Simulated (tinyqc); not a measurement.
# Slope factor and drain-induced lowering from three currents

Question. With source and body at 0 V, I = A exp((Vg + dd Vd)/(nf Vt)) (1 - exp(-Vd/Vt)). Find nf, the swing nf Vt ln 10 and dd.

Values chosen for this exercise: temperature T = 300 K.

Constants: q = 1.602176634e-19 C, kB = 1.380649e-23 J/K, Vt = kB T/q. Results are converted to the units shown.

currents at (Vg, Vd) = (0, 0.05), (0, 1.1) and (0.11, 1.1) V (nA/um): [0.11899923, 5.7432731, 147.83743]

Solution. The pair at equal Vd gives nf; the pair at equal Vg, after dividing out the factors 1 - exp(-Vd/Vt), gives dd.

nf = 1.31
swing = 78.0 mV/decade
dd = 0.120

Program tinyqc, `OMP_NUM_THREADS=1 python tinyqc.py 2242269 2242270 out.jsonl`; Intel Xeon 2.30GHz, shared host, one thread, about 0.03 s.
